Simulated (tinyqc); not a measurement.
Complex band structure along [001] in sp3s* tight binding: one step. The px, py block. Two cases, with inputs chosen for the exercise.

Task: For px and py the determinant gives (E - Epa)(E - Epc) = Vxx^2 cos^2(phi) + Vxy^2 sin^2(phi). With phi = i kappa a/4 this is sinh^2(kappa a/4) = ((E - Epa)(E - Epc) - Vxx^2)/(Vxx^2 - Vxy^2), E = Ev + dE. Parameters in the order Esa, Epa, Esc, Epc, Exa, Exc, Vss, Vxx, Vxy, Vsapc, Vscpa, Vxapc, Vpaxc.

For k = (0, 0, kz) the phase sums are g0 = cos(phi) and g3 = i sin(phi), phi = kz a/4, and the s, pz, s* orbitals of anion (a) and cation (c) decouple from px, py. With z = exp(i phi), H(z) = H0 + z T + T^T/z for any complex z. H0 is diagonal (Esa, Epa, Exa, Esc, Epc, Exc). The anion-cation block is B(z) = z U + W/z and the cation-anion block z W^T + U^T/z, where U has Vss/2 (s,s), Vsapc/2 (s,z), -Vscpa/2 (z,s), Vxx/2 (z,z), Vxapc/2 (s*,z), -Vpaxc/2 (z,s*), and W has the same values with the s-z and s*-z signs reversed. |z| = 1 is a band state, |z| < 1 decays along [001] as exp(-kappa d) over a distance d, kappa = -(4/a) ln|z|. No spin-orbit coupling.

Give: sinh^2(kappa a/4); kappa of the heavy-hole branch.

Case 1.

Values chosen (out of a larger set: near a published set for Ge, fitted to gaps, whose masses and valley positions are rough (light masses up to twice too heavy); not measured data): p = (-5.838, 1.615, -5.838, 1.615, 6.314, 6.314, -6.731, 1.618, 4.87, 5.439, 5.439, 5.267, 5.267) eV (order Esa, Epa, Esc, Epc, Exa, Exc, Vss, Vxx, Vxy, Vsapc, Vscpa, Vxapc, Vpaxc); dE = 0.46 eV (E - Ev); a = 5.663 angstrom (lattice constant).

Ev = -0.003000 eV

Result:

sinh^2(kappa a/4) = 0.06052
kappa of the heavy-hole branch = 0.1721 1/angstrom

This branch decays faster than the slowest root of the s-pz block (0.0578), by a factor 2.97 in kappa.

Case 2.

Values chosen (out of a larger set: near a published set for GaP, fitted to gaps, whose masses and valley positions are rough (light masses up to twice too heavy); not measured data): p = (-8.131, 1.129, -2.214, 4.128, 8.569, 7.19, -7.469, 2.145, 5.138, 4.254, 6.354, 4.631, 5.085) eV (order Esa, Epa, Esc, Epc, Exa, Exc, Vss, Vxx, Vxy, Vsapc, Vscpa, Vxapc, Vpaxc); dE = 0.45 eV (E - Ev); a = 5.451 angstrom (lattice constant).

Ev = 0.011340 eV

Result:

sinh^2(kappa a/4) = 0.09877
kappa of the heavy-hole branch = 0.2270 1/angstrom

This branch decays faster than the slowest root of the s-pz block (0.1232), by a factor 1.84 in kappa.

Computed by tinyqc, one run a case: `OMP_NUM_THREADS=1 python tinyqc.py N N+1 out.jsonl` with N = 1481335, 1481457; one thread of a shared Intel(R) Xeon(R) Processor @ 2.30GHz, about 0.01 s a run at most.
